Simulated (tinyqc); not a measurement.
Off-state leakage of single and stacked transistors: leakage components against the supply voltage.

n-channel devices of unit width. Subthreshold current I(Vg, Vs, Vd) = I0 (T/300 K)^0.5 exp[(Vg - Vs - VT(T) - gb (Vs - Vb) + dd (Vd - Vs))/(nf Vt)] (1 - exp(-(Vd - Vs)/Vt)), VT(T) = VT - cT (T - 300 K). Gate-edge tunnelling Ig (Vd/1 V) exp(ag (Vd - 1 V)), for a gate at 0 V, and band-to-band leakage Ab u exp(-Bb/u), u = Vd - Vb + 1 V, flow at a drain held at V; both are taken as independent of T. In a stack of off transistors (all gates at 0 V) the same subthreshold current passes through each.

One transistor with Vg = Vs = 0, Vd = V; stack factor I(one)/I(two in series).

Parameters, values chosen for the exercise; values of the order met in bulk silicon logic transistors:
- T = 398 K (temperature)
- VT = 0.43 V (threshold at 300 K, zero drain and body bias)
- cT = 0.6 mV/K (fall of the threshold with temperature)
- I0 = 0.72 uA/um (current at threshold at 300 K)
- nf = 1.16 (slope factor)
- dd = 0.05 (drain-induced lowering per volt)
- gb = 0.09 (rise of the threshold per volt of source-body bias)
- Ig = 0.0001 uA/um (gate-edge tunnelling current at 1 V)
- ag = 5.5 1/V (exponential slope of the gate current)
- Ab = 3 uA/(um V) (prefactor of band-to-band leakage at the drain)
- Bb = 23 V (its exponential voltage)
- Vb = 0 V (body voltage)

Constants: q = 1.602176634e-19 C, kB = 1.380649e-23 J/K, Vt = kB T/q. Results are converted to the units shown.

Result of one run:
```
subthreshold (nA/um)  gate edge (nA/um)  band-to-band (nA/um)  total (nA/um)  stack factor  largest part
0.2010                          0.02663               0.01524         0.2429         3.563  subthreshold
```

Which supply voltage V gave this result: 0.7, 0.8, 0.9 or 1.3 V?

V = 0.8 V.

The whole series:
```
V (V)  subthreshold (nA/um)  gate edge (nA/um)  band-to-band (nA/um)  total (nA/um)  stack factor  largest part
0.5                  0.1379           0.003196              9.863e-4         0.1421         2.775  subthreshold
0.6                  0.1564           0.006648              0.002743         0.1657         3.006  subthreshold
0.7                  0.1773            0.01344              0.006789         0.1975         3.268  subthreshold
0.8                  0.2010            0.02663               0.01524         0.2429         3.563  subthreshold
0.9                  0.2280            0.05193               0.03152         0.3114         3.896  subthreshold
1                    0.2585             0.1000               0.06078         0.4193         4.272  subthreshold
1.1                  0.2931             0.1907                0.1104         0.5941         4.697  subthreshold
1.2                  0.3324             0.3605                0.1902         0.8830         5.176     gate edge
1.3                  0.3769             0.6769                0.3133          1.367         5.716     gate edge
1.4                  0.4273              1.264                0.4958          2.187         6.326     gate edge
```

As V goes from 0.5 to 1.4, the total leakage rises from 0.142 to 2.19 nA/um. The subthreshold part leads at V = 0.5, the gate edge part from 1.2 on. The reduction by a stack of two rises from 2.77 to 6.33, for the subthreshold part alone.

Computed by the program tinyqc: `OMP_NUM_THREADS=1 python tinyqc.py 2242222 2242223 out.jsonl`, one thread of a shared Intel Xeon 2.30GHz, about 0.03 s for the whole run.
